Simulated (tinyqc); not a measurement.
What moves the results of Fermi-Dirac smearing: smearing for a one-band metal on the fcc lattice.

Lattice vectors (units of a): a1 = (0, 1/2, 1/2), a2 = (1/2, 0, 1/2), a3 = (1/2, 1/2, 0). E(k) = -t A_1(k) - t2 A_2(k), A_m the sum of cos(k . R) over the 12 nearest and 6 second lattice vectors. Mesh k = sum (j_i/N) b_i, j_i = 0 .. N-1.

With x = (E_k - mu)/sigma: Fermi-Dirac f = 1/(1 + exp(x)), s = -f ln f - (1 - f) ln(1 - f). With weights w = points/N^d (d the dimension), mu solves 2 sum w f = ne; E = 2 sum w f E_k, S = 2 sum w s, F = E - sigma S.

Inputs chosen for the exercise:
- t = 0.92 eV (nearest hopping)
- t2 = 0.08 eV (second hopping)
- ne = 1.1 (electrons per cell)
- N = 6 (unshifted mesh)
- sigma = 0.092 eV (width)

All sums formed anew.

One parameter was then changed.

Results before and after:
```
case     mu (eV)   E (eV)       S   F (eV)
base      1.0607  -2.1800  0.2307  -2.2012
changed   1.1884  -2.0708  0.1966  -2.0889
```

Which of these changes was made? (a) sigma = 0.184 eV; (b) N = 12; (c) ne = 1.2; (d) t = 1.012 eV; (e) t2 = 0.172 eV.

Answer: (c) ne = 1.2. Of the candidates, run in turn, only this one gives the changed row.

All candidates:
```
case              mu (eV)   E (eV)       S   F (eV)
base               1.0607  -2.1800  0.2307  -2.2012
N = 12             1.3026  -2.2356  0.0870  -2.2436
sigma = 0.184 eV   1.0774  -2.1703  0.3043  -2.2263
ne = 1.2           1.1884  -2.0708  0.1966  -2.0889
t2 = 0.172 eV      1.2497  -2.1345  0.1192  -2.1455
t = 1.012 eV       1.1526  -2.4034  0.2303  -2.4246
```

Program tinyqc; command `OMP_NUM_THREADS=1 python tinyqc.py 1680992 1680993 out.jsonl`; about 0.3 s on one thread of a shared Intel(R) Xeon(R) Processor @ 2.30GHz.
